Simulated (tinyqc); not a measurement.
# Liquidus of a compound AB in a simple-solution melt, liquid-phase epitaxy and vapour pressures, step by step

A worked calculation. Computed by tinyqc, a small Python program that keeps every step. Command: `OMP_NUM_THREADS=1 python tinyqc.py 3021158 3021159 out.jsonl liq35 walk`. One thread of a shared host (Intel(R) Xeon(R) Processor @ 2.30GHz), about 0.04 s of CPU time with the checks. Intermediate numbers are printed to about 6 digits and carried at full precision; extremes and crossings named in words are read from the listed rows.

x is the atom fraction of B in the melt. The melt is a simple solution: R T ln gamma_B = W (1 - x)^2, R T ln gamma_A = W x^2, W = a + b T. The solid AB is stoichiometric.

Inputs (values chosen for the exercise, for a model compound):
```
quantity,value,unit
melting point T_F,1554,K
entropy of fusion S_F,66.8,J/(mol K)
interaction a,18.4,kJ/mol
interaction slope b,-30.9,J/(mol K)
saturation temperature T,915,K
step dT,6.4,K
cooling rate c,0.94,K/min
growth time t,3.4,min
diffusivity in the melt D,0.0001,cm^2/s
molar volume of the melt V_L,11.8,cm^3/mol
lattice constant a0,5.653,angstrom
melt depth w,3.6,mm
heat of evaporation of A,246,kJ/mol
entropy of evaporation of A,105,J/(mol K)
heat of evaporation of B as (1/2) B2,76,kJ/mol
entropy of evaporation of B as (1/2) B2,66.3,J/(mol K)
```

Growth programme: supercooling (step, then ramp).

Constants: R = 8.314462618 J/(mol K); N_A = 6.02214076e+23 1/mol; k_B = 8.617333262e-05 eV/K.

## Solubility on the A-rich side

Liquidus (Vieland): f(x) = R T ln[4 x (1 - x)] + 2 W (1/2 - x)^2 + S_F (T_F - T) = 0. Newton steps with f' = (1 - 2x)[R T/(x (1 - x)) - 2 W], from the dilute estimate x = (1/4) exp[-(S_F (T_F - T) + W/2)/(R T)]; stop below 1e-13; f under 1e-6 shown as 0.

W = -9.8735 kJ/mol

Newton steps:
```
step,x,f (J/mol),f' (J/mol)
1,0.00174999,2.11714e+01,4.35936e+06
2,0.00174513,-2.93509e-02,4.37146e+06
3,0.00174514,0,4.37145e+06
```

solubility x = 0.00174514

The dilute estimate is 1.003 of the root. An ideal melt (W = 0) would dissolve x = 0.0009; the B-rich branch lies at 1 - x.

## Slope of the liquidus

dx/dT = -(df/dT)/f', df/dT = R ln[4 x (1 - x)] + 2 b (1/2 - x)^2 - S_F, f' = (1 - 2x)[R T/(x (1 - x)) - 2 W]. Concentrations: C_L = x N_A/V_L in the melt, C_S = 4/a0^3 in the solid; m = dT/dC_L.

dx/dT = 2.82367e-05 1/K

C_L = 8.90632e+19 1/cm^3

C_S = 2.21423e+22 1/cm^3

slope m = 6.93933e-19 K cm^3

apparent heat of solution k_B T^2 d ln x/dT = 1.16734 eV

## Layer thickness

Semi-infinite melt (Hsieh): step d = 2 dT sqrt(D t/pi)/(C_S m); ramp d = (4/3) c sqrt(D/pi) t^(3/2)/(C_S m); supercooling is their sum. A melt of depth w can give at most w (undercooling)/(C_S m).

thickness d = 0.894772 micrometre

largest thickness from this melt = 2.24829 micrometre

sqrt(D t)/w = 0.396746

The layer uses 40 % of what the melt could give.

## Three programmes

The formulas are those given above.

Thickness (micrometre):
```
t (min),step,ramp,supercooling,sqrt(D t) (mm)
0.2,0.16281,3.18839e-03,0.16600,0.34641
0.5,0.25743,1.26032e-02,0.27003,0.54772
1.0,0.36406,3.56473e-02,0.39970,0.77460
2.0,0.51486,1.00826e-01,0.61568,1.09545
5.0,0.81406,3.98549e-01,1.21261,1.73205
10.0,1.15125,1.12727e+00,2.27852,2.44949
20.0,1.62811,3.18839e+00,4.81651,3.46410
```

Step cooling goes as t^(1/2), ramp cooling as t^(3/2); they are equal at t = 3 dT/(2 c) = 10.2 min. The local exponent of their sum runs from 0.53 to 1.08. Rows with sqrt(D t) above about half the depth of 3.6 mm are overestimates. In the late ramp rows the undercooling is so large that the liquidus slope is not constant.

## Vapour pressures and congruent evaporation

Over the A-rich liquidus: p_A = gamma_A (1 - x) exp(S_A/R - H_A/(R T)), p_B2 = [gamma_B x exp(S_B/R - H_B/(R T))]^2, in bar. Free evaporation is congruent while the A flux over this liquidus is at least the B flux; with A and B2 taken as equal in mass for the estimate, T_c solves p_A = 2 p_B2.

log10 p_A = -8.55937

log10 p_B2 = -8.39057

congruent temperature T_c = 842.436 K

T is above T_c: in vacuum B leaves faster and droplets of A form unless a B flux is supplied.

## The liquidus

The formulas are those given above.

Solubility; ideal: W = 0; dilute: (1/4) exp[-(S_F (T_F - T) + W/2)/(R T)]:
```
T (K),x,ideal,dilute,W (kJ/mol)
777,1.25094e-04,8.10531e-05,1.25105e-04,-5.6093
901,1.38638e-03,7.40387e-04,1.38930e-03,-9.4409
1026,8.57410e-03,4.01859e-03,8.72897e-03,-13.3034
1150,3.35475e-02,1.50929e-02,3.64173e-02,-17.1350
1274,9.11886e-02,4.47685e-02,1.15052e-01,-20.9666
1399,1.90794e-01,1.16138e-01,2.98451e-01,-24.8291
1492,3.05269e-01,2.33614e-01,5.46854e-01,-27.7028
1538,4.01614e-01,3.58417e-01,7.18125e-01,-29.1242
```

x over the ideal value is 1.54 in the first row and 1.12 in the last, and lies between 1.12 and 2.22: W > 0 lowers the solubility and W < 0 raises it, by about exp(-W/(2 R T)) when dilute. The dilute form is within 5 % in 3 of the eight rows. Near T_F the liquidus closes as a parabola about x = 1/2.

Checks made by the program: x against bracketed root finding (relative difference below 1e-10).
